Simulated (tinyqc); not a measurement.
# Changing the bond bending beta_A

Model: Keating valence-force model of a tetrahedral crystal. Computed by tinyqc, a small Python program. Command: `OMP_NUM_THREADS=1 python tinyqc.py 3019645 3019646 out.jsonl keating sweep`. One thread of a shared host (Intel(R) Xeon(R) Processor @ 2.30GHz), about 0.05 s of CPU time with the checks.

Atom A sits at 0 and atom B at a/4 (1,1,1) of an fcc lattice; the four bonds from A are t = a/4 (1,1,1), a/4 (1,-1,-1), a/4 (-1,1,-1), a/4 (-1,-1,1), of length d = sqrt(3) a/4. Energy: E = (3 alpha/(8 d^2)) sum over bonds (r.r - d^2)^2 + (3 beta/(8 d^2)) sum over pairs of bonds at one atom (r_i.r_j + d^2/3)^2, with beta_A for the six pairs at A and beta_B for the six at B. The cell holds two atoms, Omega = a^3/4. 1 N/m = 1 J/m^2. With constants fitted to the elastic moduli this model puts optical and zone-boundary frequencies of real crystals too high, by up to about 20 % in elemental crystals and up to about 50 % in compounds, and mostly by more for TA modes; in compounds the lattice part of the static dielectric constant then comes out too low.

Inputs (values chosen for the exercise, modelled on cubic silicon carbide):

| quantity | value | unit |
|---|---|---|
| lattice constant a | 4.36 | angstrom |
| mass M_A | 28.086 | u |
| mass M_B | 12.011 | u |
| bond stretching alpha | 83.4 | N/m |
| bond bending beta_B | 35 | N/m |

Structure: zinc blende.

Constants: nu for 1 eV/(angstrom^2 u) = 15.6333042 THz; 1 eV/angstrom^2 = 16.02176634 J/m^2; 1 THz = 33.35640952 1/cm.

Method:
- beta = (beta_A + beta_B)/2; C11 = (alpha + 3 beta)/a, C12 = (alpha - beta)/a, C44 = 4 alpha beta/(a (alpha + beta)); with the two sublattices clamped C44(0) = (alpha + beta)/a; internal-strain parameter zeta = (alpha - beta)/(alpha + beta); B = (C11 + 2 C12)/3.
- beta = (beta_A + beta_B)/2; mu = M_A M_B/(M_A + M_B); lambda = 4 (alpha + beta)/mu with the springs in eV/angstrom^2; nu = 15.6333042 THz x sqrt(lambda).
- With displacements u exp(i q.r), each bracket changes by g.u, where g = (g_A, g_B): bond t, g = (-2 t, 2 t exp(i q.t)); pair (i, j) at A, g = (-(t_i + t_j), t_i exp(i q.t_j) + t_j exp(i q.t_i)); pair at B, g = (-t_i exp(-i q.t_j) - t_j exp(-i q.t_i), t_i + t_j). Then D_mn = sum over the 4 bonds and 12 pairs of (4 k/a^2) conj(g_m) g_n / sqrt(M_m M_n), with k = alpha or beta converted to eV/angstrom^2. Only the short-range forces enter; the Coulomb field of the charges is left out.
- An eigenvalue lambda of D in eV/(angstrom^2 u) gives nu = 15.6333042 THz x sqrt(lambda).
- Take the lowest frequency at X = (1, 0, 0) 2 pi/a, the transverse acoustic (TA) mode.

One run for each value:

| bond bending beta_A (N/m) | C44 (GPa) | internal-strain parameter zeta | TA frequency at X (THz) | C11 (GPa) | C12 (GPa) | nu_TO at G (THz) |
|---|---|---|---|---|---|---|
| 2.5 | 140.4 | 0.6329 | 10.46 | 320.3 | 148.3 | 27.22 |
| 4.1 | 145.3 | 0.6202 | 10.66 | 325.8 | 146.4 | 27.32 |
| 6.6 | 152.7 | 0.6008 | 10.98 | 334.4 | 143.6 | 27.49 |
| 11.0 | 165.4 | 0.5677 | 11.51 | 349.5 | 138.5 | 27.78 |
| 17.0 | 181.8 | 0.5247 | 12.18 | 370.2 | 131.7 | 28.17 |
| 28.0 | 209.8 | 0.4517 | 13.29 | 408.0 | 119.0 | 28.87 |
| 46.0 | 250.1 | 0.3462 | 14.82 | 470.0 | 98.4 | 29.98 |
| 75.0 | 304.1 | 0.2052 | 16.72 | 569.7 | 65.1 | 31.68 |

Over the rows, C44 (GPa) rises from 140 to 304 (exponent d ln y / d ln x 0.069 between the first rows and 0.40 between the last); internal-strain parameter zeta falls from 0.633 to 0.205 (exponent d ln y / d ln x -0.041 between the first rows and -1.1 between the last); TA frequency at X (THz) rises from 10.5 to 16.7 (exponent d ln y / d ln x 0.040 between the first rows and 0.25 between the last). The clamped-to-relaxed loss zeta^2 shrinks from 40 % to 4 %. Without bond bending C44, C11 - C12 and the TA frequency at X would all vanish: the tetrahedral net is held against shear by its angles.

Extremes, crossings and ranges named in words are read from the listed rows.
